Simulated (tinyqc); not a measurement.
Speciation in dilute and buffered hydrofluoric acid, oxide etch rate and bath loading: one step, computed by the program tinyqc.

Concentrations stand for activities, NH4+ and Cl- are spectators, and water ionisation is neglected. H, F and HF2 denote the ions H+, F- and HF2-. The base temperature is 298 K.

Task: One trial. Fluoride balance: [HF] + [F] + 2 [HF2] + 2 [H2F2] = HF added + NH4F added. Acid balance: [H] + [HF] + [HF2] + 2 [H2F2] = HF added + HCl added. For a trial [H], [HF] = [H][F]/K1, and the fluoride balance is a quadratic in [F]. Take pH = 3. The residual is the left side of the acid balance less the right.

Inputs (values chosen for the exercise, of the order of those for thermal oxide at room temperature):
```
quantity                 value   unit
HF added                   1.4  mol/L
NH4F added                 4.9  mol/L
HCl added                    0  mol/L
K1 = [H][F]/[HF]      0.000621  mol/L
K2 = [HF2]/([HF][F])      3.51  L/mol
K3 = [H2F2]/[HF]^2        3.05  L/mol
```

Give: [F]; [HF]; [HF2]; [H2F2]; residual.

Result:

[F] = 0.4362 mol/L

[HF] = 0.7025 mol/L

[HF2] = 1.076 mol/L

[H2F2] = 1.505 mol/L

residual = 3.389 mol/L

The residual is positive: the trial holds too much acid, so the pH lies above 3.
